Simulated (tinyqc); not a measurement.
Inside a calculation. Method: tight binding, dimerised chain. One step of it, computed by the program tinyqc.

Problem. Open chain of 3 cells. The same hoppings without the wrap-around bond.

H of the open chain (eV):
```
[[0.120000, -0.600000, 0.000000, 0.000000, 0.000000, 0.000000],
 [-0.600000, -0.120000, -2.180000, 0.000000, 0.000000, 0.000000],
 [0.000000, -2.180000, 0.120000, -0.600000, 0.000000, 0.000000],
 [0.000000, 0.000000, -0.600000, -0.120000, -2.180000, 0.000000],
 [0.000000, 0.000000, 0.000000, -2.180000, 0.120000, -0.600000],
 [0.000000, 0.000000, 0.000000, 0.000000, -0.600000, -0.120000]]
```

Give: levels; weights of the highest filled level on the sites.

Solution.

levels (eV): [-2.5651, -2.0080, -0.1272, 0.1272, 2.0080, 2.5651]

weights of the highest filled level on the sites: [0.0261, 0.0044, 0.0020, 0.0675, 0.0001, 0.8999]

The bulk gap runs from -1.5846 to 1.5846 eV; 2 level(s) of this chain lie inside it: end states, which need the weaker bond inside the cell and a chain longer than their decay length.
